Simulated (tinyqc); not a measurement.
Worked calculation: Hubbard chain of 2 sites. One step of it, computed by the program tinyqc.

Task: Mean-field iteration 1. H(up) = T + U n(down), H(down) = T + U n(up); fill the lowest levels; n(new) = n + mixing (n(out) - n); E = tr T (rho up + rho down) + U sum n_up n_down of the output.

one-body matrix (hopping and site energies) (eV), order 1, 2:
```
[[0.000000, -1.660000],
 [-1.660000, 0.000000]]
```

U = 10.000000 eV

electrons, up and down: [1, 1]

mixing = 1

n(up) at the start (a guess, not normalised): [0.500000, 0.500000]

n(down) at the start (a guess): [0.500000, 0.500000]

Give: levels, up; levels, down; energy; n(up) after iteration 1; n(down) after iteration 1.

Result:

levels, up (eV): [3.3400, 6.6600]

levels, down (eV): [3.3400, 6.6600]

energy = 1.6800 eV

n(up) after iteration 1: [0.5000, 0.5000]

n(down) after iteration 1: [0.5000, 0.5000]
